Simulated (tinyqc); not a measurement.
# p-n diode, drift-diffusion by the Gummel loop with Scharfetter-Gummel fluxes: what changes with what

Abrupt junction at x = 0, p side from -Lp, n side to Ln, ohmic contacts. psi is counted from the intrinsic level; n = ni exp((psi - phin)/Vt), p = ni exp((phip - psi)/Vt). Contacts: p side psi = V - Vt ln(Na/ni), p = Na, n = ni^2/Na; n side psi = Vt ln(Nd/ni), n = Nd, p = ni^2/Nd. Constant mobilities, D = mu Vt, Boltzmann statistics, SRH recombination through a mid-gap level, U = (n p - ni^2)/(tp (n + ni) + tn (p + ni)). Current is positive from the p contact to the n contact.

Values chosen for this exercise; band and dielectric values close to those of silicon:
```
symbol,value,unit,meaning
T,300,K,temperature
Eg,1.14,eV,band gap
eps_r,11.5,,relative permittivity
Nc,2.74e19,cm^-3,conduction-band density of states at T
Nv,2.69e19,cm^-3,valence-band density of states at T
Na,2.9e16,cm^-3,acceptor density of the p side
Nd,1.6e17,cm^-3,donor density of the n side
mun,800,cm^2/(V s),electron mobility
mup,310,cm^2/(V s),hole mobility
tn,1e-10,s,SRH lifetime of electrons
tp,4e-8,s,SRH lifetime of holes
Lp,0.74,um,length of the p side
Ln,3.5,um,length of the n side
G,0,cm^-3 s^-1,uniform generation rate
```

Constants: q = 1.602176634e-19 C, kB = 1.380649e-23 J/K, Vt = kB T/q, eps0 = 8.8541878128e-14 F/cm where lengths are in cm. Results are converted to the units shown.

Each table varies one quantity; the others keep the values above.

## Current against voltage in the dark

ni = sqrt(Nc Nv) exp(-Eg/(2 Vt)), Eg in volts. Poisson and both continuity equations are solved self-consistently with Scharfetter-Gummel fluxes on a graded mesh of 500 nodes. J_scr is q times the integral of U between -xp and xn. Ideal diffusion current J_id = q ni^2 [Dn coth(wp/Le)/(Le Na) + Dp coth(wn/Lh)/(Lh Nd)] (exp(V/Vt) - 1), Le = sqrt(Dn tn), Lh = sqrt(Dp tp), wp = Lp - xp, wn = Ln - xn, with xp and xn from the depletion approximation (W = sqrt(2 eps0 eps_r (Vbi - V)(1/Na + 1/Nd)/q), xp = W Nd/(Na + Nd), xn = W Na/(Na + Nd), Vbi = Vt ln(Na Nd/ni^2)). Ideality factor = 0.004 V/(Vt ln[J(V + 0.004 V)/J(V)]). Here G = 0.

In this table G = 0 cm^-3 s^-1.

Current against voltage in the dark:
```
V (V),J (A/cm^2),ideality factor,J_scr/J (%),J_id (A/cm^2),share recombining at the contacts (%),larger minority/doping at -xp and xn
0.17,1.22e-5,1.60,99.1,1.10e-7,0.457,6.77e-11
0.23,4.91e-5,1.71,97.7,1.12e-6,1.13,6.85e-10
0.3,2.38e-4,1.69,93.0,1.67e-5,3.42,1.02e-8
0.37,0.00127,1.52,80.6,2.49e-4,9.37,1.51e-7
0.44,0.00864,1.30,57.5,0.00371,20.2,2.24e-6
0.51,0.0794,1.15,31.3,0.0552,32.0,3.30e-5
0.58,0.889,1.11,11.9,0.823,42.1,4.82e-4
0.64,6.86,1.17,3.10,8.33,58.9,0.00471
0.71,72.2,1.14,0.418,124,90.2,0.0592
```

J rises from 1.22e-5 to 72.2 A/cm^2; the ideality factor moves up and down between 1.11 and 1.71. Recombination in the depleted layer carries over half of the current up to V = 0.44 V, where the factor is 1.30; it grows roughly as exp(V/2 Vt), so diffusion overtakes it. Where the factor is lowest (V = 0.58 V), J is 8.1 % above the ideal diffusion current.

## Effect of the hole mobility at fixed bias

Same model as above.

In this table V = 0.62 V.

Results:
```
mup (cm^2/(V s)),J (A/cm^2),ideality factor,J_scr/J (%),J_id (A/cm^2),share recombining at the contacts (%),larger minority/doping at -xp and xn
31,3.45,1.16,5.20,3.82,50.8,0.00217
51,3.47,1.16,5.19,3.82,50.9,0.00219
140,3.50,1.15,5.16,3.83,51.0,0.00221
230,3.51,1.15,5.15,3.84,51.1,0.00221
380,3.53,1.15,5.12,3.86,51.3,0.00221
620,3.55,1.15,5.09,3.88,51.6,0.00221
```

Estimate the missing row, mup = 84 cm^2/(V s).

Computed row:
```
mup (cm^2/(V s)),J (A/cm^2),ideality factor,J_scr/J (%),J_id (A/cm^2),share recombining at the contacts (%),larger minority/doping at -xp and xn
84,3.49,1.15,5.17,3.83,50.9,0.00220
```

With this row back in the table: As mup rises from 31 to 620, J rises from 3.45 to 3.55 A/cm^2, the share of the depleted layer falls from 5.20 to 5.09 % and the share lost at the contacts rises from 50.8 to 51.6 %. The exponent d ln J/d ln mup is 0.01 between the first two rows and 0.01 between the last two. J less J_scr is 13 % below J_id in the last row.

Computed by the program tinyqc: `OMP_NUM_THREADS=1 python tinyqc.py 2240121 2240122 out.jsonl`, one thread of a shared Intel Xeon 2.30GHz, about 0.2 s for the whole run.
